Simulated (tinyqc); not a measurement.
## Gate voltage for a given inversion charge

Question. p-type body, charge-sheet picture, depletion and inversion only, full ionisation (an idealisation for deep acceptors), Boltzmann statistics (rough once Na exp(x - xn) passes about Nc/7). In units of Vt: xg = (Vg - Vfb)/Vt, x = psi/Vt, G = gamma/sqrt(Vt), xn = (2 phiF + Vc)/Vt. The implicit equation is (xg - x)^2 = G^2 [x - 1 + exp(x - xn)] for x above about 3. Cox = eps0 eox/tox. ni = sqrt(Nc Nv) exp(-Eg/(2 Vt)), Eg in volts; phiF = Vt ln(Na/ni); gamma = sqrt(2 q eps0 eps_r Na)/Cox. N_inv = (Cox Vt G/q) [sqrt(x - 1 + exp(x - xn)) - sqrt(x - 1)]. Find x - xn, psi and Vg.

Inputs (values chosen for the exercise); band and dielectric values close to those of silicon:
```
symbol,value,unit,meaning
T,400,K,temperature
Eg,1.12,eV,band gap
eps_r,11.5,,relative permittivity
Nc,4.37e19,cm^-3,conduction-band density of states at T
Nv,4.1e19,cm^-3,valence-band density of states at T
eox,8.94,,relative permittivity of the gate insulator (close to aluminium oxide)
tox,5,nm,insulator thickness
Na,5.1e16,cm^-3,acceptor density
Vfb,-0.35,V,flat-band voltage
Vc,0.5,V,channel-body voltage
```

Constants: q = 1.602176634e-19 C, kB = 1.380649e-23 J/K, Vt = kB T/q, eps0 = 8.8541878128e-14 F/cm where lengths are in cm. Results are converted to the units shown.

N_inv = 2.8e10 cm^-2

Solution. N_inv rises steadily with x, so it fixes x; the implicit equation then gives xg directly.

x - xn = 0.7877
psi = 1.184 V
Vg = 0.9240 V

tinyqc, about 0.01 s, one thread, Intel Xeon 2.30GHz (shared host): `OMP_NUM_THREADS=1 python tinyqc.py 2122011 2122012 out.jsonl`
